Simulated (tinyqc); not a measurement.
Worked calculation: Debye-Callaway model of lattice thermal conductivity. Computed by tinyqc, a small Python program that keeps every step. Command: `OMP_NUM_THREADS=1 python tinyqc.py 3007070 3007071 out.jsonl callaway walk`. One thread of a shared host (Intel(R) Xeon(R) Processor @ 2.30GHz), about 0.01 s of CPU time with the checks. Intermediate numbers are printed to about 6 digits and carried at full precision; extremes and crossings named in words are read from the listed rows.

Three acoustic branches with one velocity v, cut at omega_D = k_B Theta/hbar; x = hbar omega/(k_B T). v and Theta are separate inputs: Theta cuts off the heat-carrying modes, so C need not reach 3 k_B/V. gamma is an effective value that sets the umklapp rate.

Inputs (values chosen for the exercise, modelled on boron arsenide):
```
quantity,value,unit
sound velocity v,5320,m/s
Debye temperature Theta,656,K
volume per atom V,13.6,angstrom^3
mean atomic mass M,42.9,u
effective Grueneisen parameter gamma,0.952,-
umklapp exponent divisor b,2,-
mass variance Gamma,3.4e-05,-
Casimir length L,200,micrometre
temperature T,600,K
probe frequency omega/omega_D,0.19,-
```

Sample: crystal. Point defects: isotopes. Normal processes: left out.

Constants: k_B = 1.380649e-23 J/K; hbar = 1.054571817e-34 J s; u = 1.6605390666e-27 kg.

## Mass-fluctuation parameter

Gamma is given directly by the isotope mixture. A = V Gamma/(4 pi v^3).

Gamma = 3.40e-05

Rayleigh coefficient A = 2.44384e-46 s^3

## Scattering rates at one frequency

Rates: point defects A omega^4; umklapp B omega^2 T exp(-Theta/(b T)) with B = hbar gamma^2/(M v^2 Theta). Boundaries: v/L. The resistive time is tau_R = 1/(boundary + point-defect + umklapp rates), and the free path is v tau_R.

omega = 1.63179e+13 rad/s

Rates:
```
process,rate (1/s),rate x tau_R
boundaries,2.66e+07,0.00395416
point defects,1.73273e+07,0.00257575
umklapp,6.68317e+09,0.993470
```

tau_R = 1.48652e-10 s

free path = 790.831 nm

The strongest resistive process at this frequency: umklapp, 99 % of the resistive rate.

## The integrand on a coarse grid

x runs in ten equal steps to min(Theta/T, 12); g = x^4 e^x/(e^x - 1)^2; tau_C is the inverse of all rates summed; the last column is c tau_C g with c = (k_B/(2 pi^2 v)) (k_B T/hbar)^3.

Integrand:
```
x,g,tau_C (s),c tau_C g (W/(m K))
0.10933,0.01194,5.32135e-10,404.959
0.21867,0.04763,1.34173e-10,407.210
0.32800,0.10662,5.95382e-11,404.548
0.43733,0.18824,3.33470e-11,400.026
0.54667,0.29151,2.12134e-11,394.080
0.65600,0.41523,1.46207e-11,386.877
0.76533,0.55796,1.06460e-11,378.536
0.87467,0.71808,8.06742e-12,369.167
0.98400,0.89377,6.30100e-12,358.883
1.09333,1.08309,5.03900e-12,347.799
```

Among these rows the integrand is largest at x = 0.22.

## Thermal conductivity

kappa_1 = c int tau_C g dx, g = x^4 e^x/(e^x - 1)^2, c = (k_B/(2 pi^2 v)) (k_B T/hbar)^3, over 0 < x < min(Theta/T, 40), by 96 Gauss-Legendre points in s with x = x_max s^2; tau_C = tau_R, the inverse of the summed rates, and kappa = kappa_1. Heat capacity C = 3 c int g dx / v^2; grey free path 3 kappa/(C v); the median free path v tau_C halves kappa_1 when the quadrature points are ordered by free path (each counted at half its weight, interpolated in the logarithm); likewise at 10 % and 90 %.

kappa_1 = 417.330 W/(m K)

kappa = 417.330 W/(m K)

heat capacity C = 2.77409e+06 J/(m^3 K)

grey free path = 84.8336 nm

median free path = 118.136 nm

free path at 10 % of kappa_1 = 34.1436 nm

free path at 90 % of kappa_1 = 2331.96 nm

The median free path is 1.4 times the grey one. The middle 80 % of kappa_1 spans a factor 68 in free path.

## Leaving out one process at a time

The formulas are those given above.

Conductivity at T:
```
case,kappa (W/(m K)),ratio to all
all processes,417.330,1
without point defects,427.063,1.02332
without boundaries,425.721,1.02011
without umklapp,26170.5,62.7094
```

Removing umklapp raises kappa most, by a factor 62.7; removing boundaries gives only 1.02.

## Conductivity against temperature

The boundary limit is C v^2/(3 x boundary rate), with C = 3 c int g dx / v^2.

Kappa (W/(m K)):
```
T (K),all processes,without point defects,boundary limit
6.6,82.2016,82.8289,82.8289
13,582.826,632.965,632.965
23,2420.38,3505.33,3505.37
39,6450.06,16800.6,17086.7
66,10771.7,32133.7,80500.7
110,7188.26,11347.8,280559
200,2505.39,2902.97,643365
330,1049.50,1113.93,863391
520,514.138,529.024,965139
850,258.400,262.081,1.01326e+06
```

kappa peaks among these rows at 66 K (T/Theta = 0.101) with 10800 W/(m K). The exponent d ln kappa/d ln T is 2.89 at the cold end, the T^3 law of boundary scattering, and -1.40 at the hot end. Point defects cost most at 66 K, a factor 2.98.

Checks made by the program: heat capacity against the Debye function (relative difference below 1e-10).
